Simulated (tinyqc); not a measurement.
Two mixing rules: virtual-crystal alloy in the empirical-pseudopotential method.

Empirical pseudopotential on the fcc lattice, atoms at +/- tau, tau = a (1,1,1)/8, no spin-orbit coupling. H(G,G') = c (2 pi/a)^2 |k + G|^2 delta + VS(q) cos(q.tau) + i VA(q) sin(q.tau), q = G - G', c = hbar^2/2m0; k and G in units of 2 pi/a; VS at |q|^2 = 3, 8, 11 and VA at 3, 4, 11, in rydberg, zero elsewhere. At each k the basis holds all G with |k + G|^2 up to 16; energies are counted from the fourth level at Gamma.

Virtual crystal A(1-x)B(x): a = (1 - x) a_A + x a_B. Rule linear: V = (1 - x) V_A + x V_B. Rule volume: V = [(1 - x) a_A^3 V_A + x a_B^3 V_B]/a^3, since a form factor is an atomic potential divided by the cell volume.

Constants: hbar^2/2m0 = 3.80998211 eV angstrom^2; Ry = 13.60569312 eV.

Parameters, chosen for this exercise (classic local form factors of the size used for Si (A) and Ge (B), which place X and L only to a few tenths of an eV; shifted at random, so the results belong to these values and not to a real crystal):
- a = (5.437, 5.659) angstrom (lattice constants of A, B)
- VSA = (-0.214, 0.04, 0.078) Ry (symmetric form factors of A)
- VAA = (0, 0, 0) Ry (antisymmetric form factors of A)
- VSB = (-0.229, 0.009, 0.059) Ry (symmetric form factors of B)
- VAB = (0, 0, 0) Ry (antisymmetric form factors of B)

Gaps from the valence top to the fifth band at Gamma, at L = (1/2,1/2,1/2) and at the lowest of k = (f,0,0), f = 0.70, 0.75, ..., 1.00. Both rules agree at the ends.

Gaps (eV):
```
x     Gamma, linear  Delta/X, linear  L, linear  Gamma, volume  Delta/X, volume  L, volume
0.25          3.173            0.859      1.590          3.114            0.857      1.567
0.50          2.514            0.890      1.357          2.436            0.887      1.325
0.75          1.837            0.916      1.114          1.778            0.913      1.089
```

What can be read from this table?

At x = 0.5 the volume rule moves Gamma by -78 meV, Delta/X by -3 meV and L by -32 meV, that is the bowing by -4 times these; the lattice constants differ by 4.1 %, and the rules would coincide for equal ones.

(tinyqc, `OMP_NUM_THREADS=1 python tinyqc.py 1050357 1050358 out.jsonl`, Intel(R) Xeon(R) Processor @ 2.30GHz, 1 thread, shared host, about 0.2 s.)
